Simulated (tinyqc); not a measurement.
MOSFET in the linear regime without short-channel effects, parameter extraction from computed curves: one step of the calculation.

Inversion charge Q = Cox n Vt W0(exp((Vg - VT)/(n Vt))), W0 the Lambert function and n = nf; u = Q/Cox; mobility mu = mu0/(1 + th1 u + th2 u^2); channel resistance Rch = (L - dL)/(W mu Q); Id = Vd/(Rch + Rsd/W). Cox = eps0 eox/tox. Small Vd, no channel-length or drain effects.

Task. Transfer curve. u, mu, Rch and Id as defined.

Inputs (values chosen for the exercise); channel values of the order met in silicon transistors:
```
symbol  value        unit                                                                 meaning
T         300           K                                                             temperature
eox       3.9              relative permittivity of the gate insulator (close to silicon dioxide)
tox       4.9          nm                                                     insulator thickness
mu0       160  cm^2/(V s)                                                      low-field mobility
th1      0.71         1/V                                       first mobility attenuation factor
th2         0       1/V^2                                      second mobility attenuation factor
VT       0.51           V                                                       threshold voltage
nf       1.12                                                                         body factor
W           1          um                                                              gate width
L        0.64          um                                                       drawn gate length
dL      0.016          um                                             drawn less effective length
Rsd       460      ohm um                                            source plus drain resistance
Vd       0.02           V                                                           drain voltage
```

Constants: q = 1.602176634e-19 C, kB = 1.380649e-23 J/K, Vt = kB T/q, eps0 = 8.8541878128e-14 F/cm where lengths are in cm. Results are converted to the units shown.

| point | Vg (V) |
|---|---|
| 0 | 0.35 |
| 1 | 0.43 |
| 2 | 0.51 |
| 3 | 0.59 |
| 4 | 0.67 |
| 5 | 0.75 |
| 6 | 0.83 |
| 7 | 0.91 |
| 8 | 0.99 |

Wanted: u; mu; Rch; Id.

Result.

| point | u (V) | mu (cm^2/(V s)) | Rch (ohm) | Id (uA) |
|---|---|---|---|---|
| 0 | 1.1484e-4 | 159.99 | 4.8193e7 | 4.1499e-4 |
| 1 | 0.0017216 | 159.80 | 3.2184e6 | 0.0062134 |
| 2 | 0.016421 | 158.16 | 3.4094e5 | 0.058582 |
| 3 | 0.059262 | 153.54 | 97313 | 0.20455 |
| 4 | 0.11906 | 147.53 | 50410 | 0.39316 |
| 5 | 0.18612 | 141.32 | 33663 | 0.58612 |
| 6 | 0.25680 | 135.33 | 25479 | 0.77104 |
| 7 | 0.32958 | 129.66 | 20721 | 0.94426 |
| 8 | 0.40371 | 124.36 | 17637 | 1.1051 |

Program tinyqc, `OMP_NUM_THREADS=1 python tinyqc.py 2210015 2210016 out.jsonl`; Intel Xeon 2.30GHz, shared host, one thread, about 0.01 s.
